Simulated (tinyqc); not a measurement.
Competing polymorphs of an oxide film: bulk, surface, grain-boundary, dopant and field terms: one step, computed by the program tinyqc.

Phases: monoclinic m (reference), polar orthorhombic o, tetragonal t. Free energies per formula unit (f.u.); 1 J/m^2 x angstrom^3/nm = 6.241509 meV.

Problem. Free energies of the grain. Area per volume: A = 2/h + f_b/R (two free faces; the side wall 2/R is shared by two grains and carries f_b gamma); G = b + gamma Omega A.

Inputs (values chosen for the exercise, for a model oxide):

| quantity | value | unit |
|---|---|---|
| surface energy of m | 2.72 | J/m^2 |
| surface energy of o | 2.24 | J/m^2 |
| surface energy of t | 1.88 | J/m^2 |
| grain-boundary energy over surface energy | 0.76 | - |
| volume per formula unit Omega | 34.9 | angstrom^3 |
| film thickness h | 15 | nm |
| grain radius R | 15 | nm |
| temperature T | 300 | K |

Geometry: columnar grains in a film.

b (meV/f.u.): m 0.00, o 25.03, t 67.85

Give: area per volume A; G less G(m); G(o) - G(m); G(t) - G(o).

Solution.

area per volume A = 0.184 1/nm

G less G(m) (meV/f.u.): m 0.00, o 5.79, t 34.18

G(o) - G(m) = 5.791 meV/f.u.

G(t) - G(o) = 28.39 meV/f.u.

The lowest phase is m, by 5.8 meV/f.u. over o, as in the bulk terms. Caution: this is an equilibrium ranking; real films often keep the phase that nucleates first on cooling from t.
